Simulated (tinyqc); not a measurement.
# Short-channel transistor, virtual-source model with series resistance: effect of the temperature on the on and off currents

The current per gate width is the charge at the top of the source barrier (the virtual source) times its velocity times a saturation function; al and be are fitting constants of the model. Units: I in uA/um, Rs in ohm um, so I Rs = 1e-6 I Rs in volts; Q in uC/cm^2, so I = 1e-4 Q vx0 Fsat with vx0 in cm/s.

Intrinsic voltages Vg' = Vgs - I Rs, Vd' = Vds - 2 I Rs. n = n0 + nd Vd', VT = VT0 - dl Vd', Ff = 1/(1 + exp((Vg' - VT + al Vt/2)/(al Vt))), Q = Cinv n Vt ln(1 + exp((Vg' - VT + al Vt Ff)/(n Vt))), Vdsat = (vx0 L/mu)(1 - Ff) + Vt Ff, Fsat = u/(1 + u^be)^(1/be) with u = Vd'/Vdsat, and I = Q vx0 Fsat per width. I is solved self-consistently. Ion is I at Vgs = Vds = 0.5 V, Ioff at Vgs = 0, Vds = 0.5 V, and Rlin = Vds/I at Vgs = 0.5 V, Vds = 0.05 V. mu, vx0, VT0, dl and n0 are held fixed.

Inputs (values chosen for the exercise): inversion capacitance Cinv = 3.74 uF/cm^2; velocity at the virtual source vx0 = 1.72e7 cm/s; apparent mobility mu = 1000 cm^2/(V s); channel length L = 45 nm; threshold at zero drain voltage VT0 = 0.321 V; drain-induced barrier lowering dl = 0.083 V/V; subthreshold factor n0 = 1.48; growth of n with drain voltage nd = 0 1/V; threshold shift (in units of Vt) from weak to strong inversion al = 3.5; sharpness of saturation be = 1.4; series resistance of each contact Rs = 150 ohm um.

Constants: q = 1.602176634e-19 C, kB = 1.380649e-23 J/K, Vt = kB T/q. Results are converted to the units shown.

Result of one run:
```
T (K)  Ion (uA/um)  Ioff (nA/um)  log10(Ion/Ioff)  Rlin (ohm um)
320          696.5          2364            2.469          368.6
```

What becomes of these results when the temperature T is changed from 320 to 290 K, all else the same?

Result of the changed run:
```
T (K)  Ion (uA/um)  Ioff (nA/um)  log10(Ion/Ioff)  Rlin (ohm um)
290          685.4          1117            2.788          370.2
```

The whole series:
```
T (K)  Ion (uA/um)  Ioff (nA/um)  log10(Ion/Ioff)  Rlin (ohm um)
200          657.0         29.10            4.354          374.8
230          665.5         135.3            3.692          373.3
260          675.0         440.1            3.186          371.7
290          685.4          1117            2.788          370.2
320          696.5          2364            2.469          368.6
350          708.2          4374            2.209          367.2
380          720.4          7298            1.994          365.8
410          733.0       1.124e4            1.814          364.5
```

As T goes from 200 to 410 K, Ion rises from 657 to 733 uA/um, Ioff rises from 29.1 to 11200 nA/um and Rlin falls from 375 to 364 ohm um. Ion changes by a factor of 1.12 and Ioff by 386. For T = 290 to 410 K the off current passes 1 uA/um, so the device is hardly off at Vgs = 0.

Program tinyqc, `OMP_NUM_THREADS=1 python tinyqc.py 2380139 2380140 out.jsonl`; Intel Xeon 2.30GHz, shared host, one thread, about 0.01 s.
